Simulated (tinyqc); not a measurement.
# Surface potential of a MOS transistor: implicit equation and explicit approximations: effects of single changes

p-type body, charge-sheet picture, depletion and inversion only, full ionisation (an idealisation for deep acceptors), Boltzmann statistics (rough once Na exp(x - xn) passes about Nc/7). In units of Vt: xg = (Vg - Vfb)/Vt, x = psi/Vt, G = gamma/sqrt(Vt), xn = (2 phiF + Vc)/Vt. The implicit equation is (xg - x)^2 = G^2 [x - 1 + exp(x - xn)] for x above about 3. Cox = eps0 eox/tox.

Parameters, values chosen for the exercise; band and dielectric values close to those of silicon:
- T = 400 K (temperature)
- Eg = 1.12 eV (band gap)
- eps_r = 11.5 (relative permittivity)
- Nc = 4.28e19 cm^-3 (conduction-band density of states at T)
- Nv = 4.1e19 cm^-3 (valence-band density of states at T)
- eox = 3.9 (relative permittivity of the gate insulator (close to silicon dioxide))
- tox = 1.3 nm (insulator thickness)
- Na = 1.1e17 cm^-3 (acceptor density)
- Vfb = -0.74 V (flat-band voltage)
- Vc = 0 V (channel-body voltage)
- Vg = 0.15 V (gate-body voltage)

Constants: q = 1.602176634e-19 C, kB = 1.380649e-23 J/K, Vt = kB T/q, eps0 = 8.8541878128e-14 F/cm where lengths are in cm. Results are converted to the units shown.

Each table varies one quantity; the others keep the values above.

## Accuracy of the approximations against gate voltage

ni = sqrt(Nc Nv) exp(-Eg/(2 Vt)), Eg in volts; phiF = Vt ln(Na/ni); gamma = sqrt(2 q eps0 eps_r Na)/Cox; VT = Vfb + Vt (xn + G sqrt(xn - 1)). Depletion value a = 1 + [sqrt(G^2/4 + xg - 1) - G/2]^2; inversion value b = xn + ln[(xg - xn)^2/G^2 - xn + 1] and first guess y = min(a, b) - ln(1 + exp(-|a - b|)) if a > xn + 1, else b = y = a; one second-order correction with D = exp(y - xn), p = 2 (xg - y) + G^2 (1 + D), w = (xg - y)^2 - G^2 (y - 1 + D): z = y + 2 w/(p + sqrt(p^2 - 2 (2 - G^2 D) w)), or the Newton step z = y + w/p where the root is not real. N_inv = (Cox Vt G/q) [sqrt(x - 1 + exp(x - xn)) - sqrt(x - 1)] at the root. Lambert form (Cox m Vt/q) W0[(G/(2 m sqrt(xn - 1))) exp((Vg - VT)/(m Vt))], m = 1 + G/(2 sqrt(xn - 1)). Errors under 1e-4 mV, and the linear form below VT, are printed as 0.

Accuracy of the approximations against gate voltage:
```
Vg (V)	psi (V)	x - xn	error of y (mV)	error of z (mV)	N_inv (cm^-2)	Cox (Vg - VT)/q (cm^-2)	Lambert form (cm^-2)
-0.37	0.3312	-11.00	0	0	6.244e5	0	3.770e5
-0.17	0.5203	-5.514	6.76e-3	0	1.178e8	0	9.804e7
0.03	0.7099	-0.01217	1.40	0	2.420e10	1.694e10	2.448e10
0.23	0.8503	4.061	34.0	8.94	9.162e11	3.333e12	1.081e12
0.43	0.9125	5.865	41.2	15.7	3.161e12	6.649e12	3.669e12
0.63	0.9481	6.897	31.4	10.1	5.865e12	9.964e12	6.632e12
0.83	0.9725	7.605	25.4	7.01	8.761e12	1.328e13	9.720e12
1.03	0.9910	8.141	21.4	-3.09	1.176e13	1.660e13	1.287e13
1.23	1.006	8.571	18.5	-1.63	1.482e13	1.991e13	1.605e13
```

What does the table show?

psi rises from 0.331 to 1.01 V and ends 8.6 Vt above 2 phiF + Vc. Among the rows the first guess is off by at most 41 mV (at Vg = 0.43 V) and the corrected value by at most 16 mV. In the last row the linear form is 34 % above N_inv and the Lambert form 8.3 % above it; in the first row the Lambert form is 40 % below it. For Vg = 0.23, 0.43, 0.63, 0.83, 1.03, 1.23 the electron quasi-Fermi level lies less than 2 Vt below the band edge at the surface, or above it, where degeneracy and confinement, left out, matter.

## Effect of the insulator thickness at fixed gate voltage

Same model as above.

Effect of the insulator thickness at fixed gate voltage:
```
tox (nm)	psi (V)	x - xn	error of y (mV)	error of z (mV)	N_inv (cm^-2)	Cox (Vg - VT)/q (cm^-2)	Lambert form (cm^-2)
0.43	0.8504	4.063	16.1	-0.251	9.175e11	8.033e12	1.214e12
0.59	0.8407	3.782	16.9	-0.329	7.391e11	5.591e12	9.328e11
0.81	0.8291	3.446	16.7	-0.330	5.656e11	3.808e12	6.837e11
1.1	0.8157	3.057	15.1	-0.237	4.100e11	2.548e12	4.772e11
1.5	0.7992	2.577	12.1	-0.107	2.711e11	1.609e12	3.046e11
2.1	0.7762	1.912	7.42	-0.0185	1.491e11	8.717e11	1.617e11
2.8	0.7504	1.162	2.39	-4.03e-4	7.420e10	4.108e11	7.805e10
3.9	0.7098	-0.01567	3.86	-8.78e-4	2.411e10	2.074e10	2.437e10
```

Read the table: what changes, and by how much?

As tox goes from 0.43 to 3.9, psi falls from 0.850 to 0.710 V, x - xn falls from 4.06 to -0.0157 and N_inv falls from 9.18e11 to 2.41e10 cm^-2. The Lambert form lies between 1.01 and 1.32 times N_inv. For tox = 0.43 the electron quasi-Fermi level lies less than 2 Vt below the band edge at the surface, or above it, where degeneracy and confinement, left out, matter.

Numbers from tinyqc (`OMP_NUM_THREADS=1 python tinyqc.py 2122202 2122203 out.jsonl`; about 0.01 s on one thread of a shared Intel Xeon 2.30GHz).
